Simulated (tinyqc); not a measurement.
# Absorption edge of a degenerate semiconductor, band filling against gap narrowing: what changes with what

n-type, parabolic bands, full ionisation. eta = (EF - Ec)/kB T solves N = Nc F12(eta), F12(x) = (2/sqrt(pi)) int_0^infinity sqrt(u)/(1 + exp(u - x)) du. The gap shrinks rigidly by dEg = a3 y^(1/3) + a4 y^(1/4) + a2 y^(1/2), y = N/1e18 cm^-3, an empirical law that is here taken as the true narrowing.

Values chosen for this exercise; band and dielectric values close to those of In0.53Ga0.47As: temperature T = 300 K; band gap Eg = 0.754 eV; conduction-band density of states at 300 K, from me Nc = 2.1e17 cm^-3; electron mass me = 0.0412 m0; hole mass mh = 0.45 m0; coefficient of (N/1e18)^(1/3) a3 = 18.5 meV; coefficient of (N/1e18)^(1/4) a4 = 11.7 meV; coefficient of (N/1e18)^(1/2) a2 = 1.2 meV.

Constants: q = 1.602176634e-19 C, kB = 1.380649e-23 J/K, Vt = kB T/q. Results are converted to the units shown.

Each table varies one quantity; the others keep the values above.

## The optical edge against doping

Vertical transitions need an empty final state: the edge is taken where the state lies 4 kB T below EF, E_opt = Eg - dEg + (1 + me/mh) max(eta - 4, 0) kB T; wavelength h c/(q E_opt).

Results:
```
N (cm^-3)       eta  dEg (meV)  filling shift (meV)  E_opt (eV)
4.1e16      -1.5647     11.887                    0     0.74211
8.9e16     -0.70951     15.008                    0     0.73899
2e17        0.28356     19.180                    0     0.73482
4.3e17       1.4211     24.225                    0     0.72978
9.4e17       2.9939     30.806                    0     0.72319
2e18         5.2709     38.919               35.862     0.75094
9.8e18       15.618     64.047               327.85      1.0178
2.1e19       26.015     81.585               621.25      1.2937
```

Estimate the missing row, N = 4.5e18 cm^-3.

Computed row:
```
N (cm^-3)     eta  dEg (meV)  filling shift (meV)  E_opt (eV)
4.5e18     9.2374     50.129               147.79     0.85166
```

With this row back in the table: E_opt goes from 0.742 through a minimum of 0.723 (at N = 9.4e17 cm^-3 among the rows listed) to 1.29 eV, against Eg = 0.754 eV; the filling shift is 0 while eta is below 4. At the end narrowing grows as N^(0.32) and EF - Ec as N^(0.67). Filling therefore wins at high density. For N = 4.5e18, 9.8e18, 2.1e19 EF lies more than 0.2 eV in the band, where non-parabolicity lowers it markedly.

## Approximations to the Fermi level

With u = N/Nc: Boltzmann ln u; Joyce-Dixon ln u + 0.353553 u - 4.95009e-3 u^2 + 1.48386e-4 u^3 - 4.42563e-6 u^4; degenerate limit (3 sqrt(pi) u/4)^(2/3). The Einstein ratio is D/(mu Vt) = F12/Fm, Fm(x) = dF12/dx = (1/sqrt(pi)) int_0^infinity u^(-1/2)/(1 + exp(u - x)) du.

Approximations to the Fermi level:
```
N (cm^-3)      N/Nc       eta  Boltzmann  Joyce-Dixon  degenerate  D/(mu Vt)
9.4e15     0.044762   -3.0906    -3.1064      -3.0906     0.15242     1.0158
2.2e16      0.10476   -2.2191    -2.2561      -2.2191     0.26867     1.0369
4.9e16      0.23333   -1.3731    -1.4553      -1.3731     0.45822     1.0820
1.1e17      0.52381  -0.46277   -0.64663     -0.46277     0.78561     1.1825
2.5e17       1.1905   0.58848    0.17435      0.58848      1.3580     1.4076
5.8e17       2.7619    1.9575     1.0159       1.9575      2.3799     1.9094
1.3e18       6.1905    3.8515     1.8230       3.8507      4.0761     2.8931
3e18         14.286    6.9984     2.6593       6.9481      7.1180     4.8314
6.9e18       32.857    12.336     3.4922       9.8703      12.403     8.3140
```

Boltzmann is within 0.1 of eta up to N/Nc = 0.23, Joyce-Dixon within 0.01 up to 6.2, and the degenerate limit is off by 0.067 in the last row. The Einstein ratio rises from 1.02 to 8.31: degenerate carriers diffuse faster for the same mobility.

Range of the model: Band tails, non-parabolic bands and incomplete ionisation are left out.

Computed by the program tinyqc: `OMP_NUM_THREADS=1 python tinyqc.py 2330003 2330004 out.jsonl`, one thread of a shared Intel Xeon 2.30GHz, about 0.01 s for the whole run.
